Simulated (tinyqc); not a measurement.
Changing the trap level E_t - E_i: trap-assisted generation and recombination current of an abrupt junction. Computed by tinyqc, a small Python program. Command: `OMP_NUM_THREADS=1 python tinyqc.py 3022497 3022498 out.jsonl junctionleak sweep`. One thread of a shared host (Intel(R) Xeon(R) Processor @ 2.30GHz), about 0.04 s of CPU time with the checks.

Depletion approximation, flat quasi-Fermi levels across the depleted layer, long neutral regions with minority lifetimes tau_n and tau_p, full ionisation and Boltzmann statistics. Voltages in exponents stand for e V.

Inputs (values chosen for the exercise, for a model semiconductor):
```
quantity                              value    unit
gap E_g                                1.35      eV
electron mass m_e                    0.0829     m_0
valleys M_c                               1       -
hole mass m_h                         0.629     m_0
dielectric constant eps                13.3       -
acceptor density N_A                3.6e+17   cm^-3
donor density N_D                   2.1e+18   cm^-3
capture time tau_n                  3.8e-09       s
capture time tau_p                  2.6e-08       s
electron diffusion coefficient D_n      6.9  cm^2/s
hole diffusion coefficient D_p          3.2  cm^2/s
forward bias V                         0.64       V
reverse bias V_r                        6.3       V
temperature T                           300       K
tunnelling mass m_t                    0.27     m_0
```

Field enhancement: Hurkx tunnelling factor.

Constants: k_B = 8.617333262e-05 eV/K; m_0 = 9.1093837015e-31 kg; k_B = 1.380649e-23 J/K; h = 6.62607015e-34 J s; e = 1.602176634e-19 C; eps_0 = 8.8541878128e-12 F/m; hbar = 1.054571817e-34 J s.

Method:
- N_c = 2 M_c (2 pi m_e k_B T/h^2)^(3/2) and N_v = 2 (2 pi m_h k_B T/h^2)^(3/2), masses in units of m_0.
- n_i = sqrt(N_c N_v) exp(-E_g/2 k_B T); V_bi = (k_B T/e) ln(N_A N_D/n_i^2); diffusion saturation current J_d0 = e n_i^2 [sqrt(D_n/tau_n)/N_A + sqrt(D_p/tau_p)/N_D].
- W = sqrt(2 eps eps_0 (V_bi - V)(1/N_A + 1/N_D)/e), x_p = W N_D/(N_A + N_D), x_n = W - x_p, peak field F_m = 2 (V_bi - V)/W; reverse bias means V = -V_r.
- Both capture times are divided by 1 + Gamma, Gamma = 2 sqrt(3 pi) (F/F_G) exp((F/F_G)^2), F_G = sqrt(24 m_t (k_B T)^3)/(e hbar) (the low-field Hurkx form), F being the local field, linear in x from 0 at the edges to F_m.
- Potential from the p edge: phi = (V_bi - V) x^2/(x_p W) on the p side and (V_bi - V)[1 - (W - x)^2/(x_n W)] on the n side; p = N_A exp(-phi/k_B T), n = n_i^2 exp(V/k_B T)/p; U = (n p - n_i^2)/[tau_p (n + n_i exp(dE/k_B T)) + tau_n (p + n_i exp(-dE/k_B T))], dE = E_t - E_i, n1 = n_i exp(dE/k_B T), p1 = n_i exp(-dE/k_B T); J_t = e int U dx by the trapezoid rule on 400 intervals on each side.
- Generation lifetime tau_g = tau_p exp(dE/k_B T) + tau_n exp(-dE/k_B T); textbook estimate e n_i W/tau_g; generation current J_g = -J_t; total = J_g + J_d0 (1 - exp(-V_r/k_B T)).
- Total J = J_t + J_d0 (exp(V/k_B T) - 1); ideality n = (e/k_B T) dV/d ln J, central difference of 1 mV.

One run for each value; columns: (1) trap level E_t - E_i (eV); (2) generation current (A/cm^2); (3) recombination current in the layer (A/cm^2); (4) ideality factor; (5) tau_g (s):
```
(1)            (2)         (3)     (4)         (5)
-0.300  1.0024e-11  4.6895e-05  1.8977  4.1645e-04
-0.220  2.2024e-10  4.9364e-05  1.9908  1.8863e-05
-0.150  3.2846e-09  4.9481e-05  1.9955  1.2581e-06
-0.075  5.8131e-08  4.9489e-05  1.9958  7.0569e-08
0.000   1.3730e-07  4.9489e-05  1.9958  2.9800e-08
0.075   8.7115e-09  4.9486e-05  1.9957  4.7327e-07
0.150   4.8198e-10  4.9432e-05  1.9935  8.6072e-06
0.230   2.1944e-11  4.8263e-05  1.9479  1.9002e-04
0.300   1.4686e-12  3.6489e-05  1.6012  2.8494e-03
```

Over the rows, generation current (A/cm^2) goes from 1.00e-11 through a maximum among these rows, 1.37e-7 at 0, to 1.47e-12; recombination current in the layer (A/cm^2) goes from 4.69e-5 through a maximum among these rows, 4.95e-5 at 0, to 3.65e-5; ideality factor goes from 1.90 through a maximum among these rows, 2.00 at 0, to 1.60. Generation is largest where the two terms of tau_g are equal, at dE = (k_B T/2) ln(tau_n/tau_p) = -0.025 eV, apart from edge effects.

Caution (all rows): one side is doped near or above its effective density of states, so Boltzmann statistics understate V_bi. Caution (all rows): at such a field avalanche multiplication or band-to-band tunnelling, left out here, may dominate the reverse current.

Extremes, crossings and ranges named in words are read from the listed rows.
